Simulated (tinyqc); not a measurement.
Two coupled magnetic layers: synthetic antiferromagnet, spin flop, exchange bias and magnetoresistance: one step, computed by the program tinyqc.

Moments lie in the plane at the angles p1, p2 from the field. Energy per area: E = J1 cos(p1 - p2) + J2 cos^2(p1 - p2) - B M_s (t1 cos p1 + t2 cos p2) + K (t1 sin^2 p1 + t2 sin^2 p2).

Question. Saturation field. The parallel state is stable while the Hessian at p1 = p2 = 0 is positive: with c = J1 + 2 J2 and u = B M_s + 2K, (u t1 - c)(u t2 - c) > c^2, so B_sat M_s = c (1/t1 + 1/t2) - 2K. B_K = 2K/M_s.

Inputs (values chosen for the exercise, for a model stack):

| quantity | value | unit |
|---|---|---|
| saturation magnetisation M_s | 1190 | kA/m |
| thickness t1 | 2.1 | nm |
| thickness t2 | 1.5 | nm |
| antiferromagnetic coupling J1 | 0.48 | mJ/m^2 |
| biquadratic coupling J2 | 0 | mJ/m^2 |
| in-plane anisotropy K | 1.5 | kJ/m^3 |
| field over the saturation field | 0.6 | - |

Field direction: along the easy axis.

Give: exchange field c (1/t1 + 1/t2)/M_s; B_K; saturation field B_sat; applied field B.

Answer.

exchange field c (1/t1 + 1/t2)/M_s = 460.98 mT

B_K = 2.5210 mT

saturation field B_sat = 458.46 mT

applied field B = 275.08 mT
